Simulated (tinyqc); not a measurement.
# Composition from the perpendicular lattice constant

Question. The layer is x parts of the first compound and 1 - x of the second, grown coherently on the third as substrate and barrier. Rows of the table: lattice constant a, average valence level Ea on an absolute scale, spin-orbit splitting so, gaps at Gamma, X and L, hydrostatic deformation potentials av and ac (Gamma), shear potential b, elastic constants, electron and heavy-hole (along z) masses. All are interpolated linearly in x; gaps get -C x (1 - x), taken wholly in the conduction band; real line-ups can differ from this model by 0.1 eV or more. In-plane strain e = (a_substrate - a)/a, e_z = -2 (c12/c11) e, volume change 2 e + e_z. X-ray diffraction gives a_z = a (1 + e_z) of the coherent layer. Find x, e and the relaxed Gamma gap.

Parameters, values chosen for the exercise: bowing of the Gamma gap CG = 1.43 eV; bowing of the X gap CX = 1.2 eV; bowing of the L gap CL = 1.2 eV.

Binary compounds, values chosen for the exercise:
```
              close to GaSb  close to GaAs  close to InP
a (angstrom)          6.096          5.653         5.869
Ea (eV)               -6.25          -6.92         -7.04
so (eV)               0.764          0.341          0.11
EG (eV)               0.729           1.41          1.32
EX (eV)                1.03           1.92          2.18
EL (eV)               0.807           1.73          1.94
av (eV)               0.797           1.15          1.25
ac (eV)               -6.79          -7.25         -5.11
b (eV)                -1.99           -1.7         -1.72
c11 (GPa)              89.6            119           102
c12 (GPa)              39.7           53.3          56.9
me (m0)              0.0387          0.068        0.0811
mh (m0)               0.247          0.353         0.536
```

lattice constant along the growth direction = 5.87940412 angstrom

Answer. a_z changes steadily with x, about (1 + 2 c12/c11) times as fast as the relaxed lattice constant, so one composition matches.

x = 0.500
e = -0.0936 %
relaxed Gamma gap = 0.712 eV

Computed by the program tinyqc: `OMP_NUM_THREADS=1 python tinyqc.py 2690095 2690096 out.jsonl`, one thread of a shared Intel Xeon 2.30GHz, about 0.01 s for the whole run.
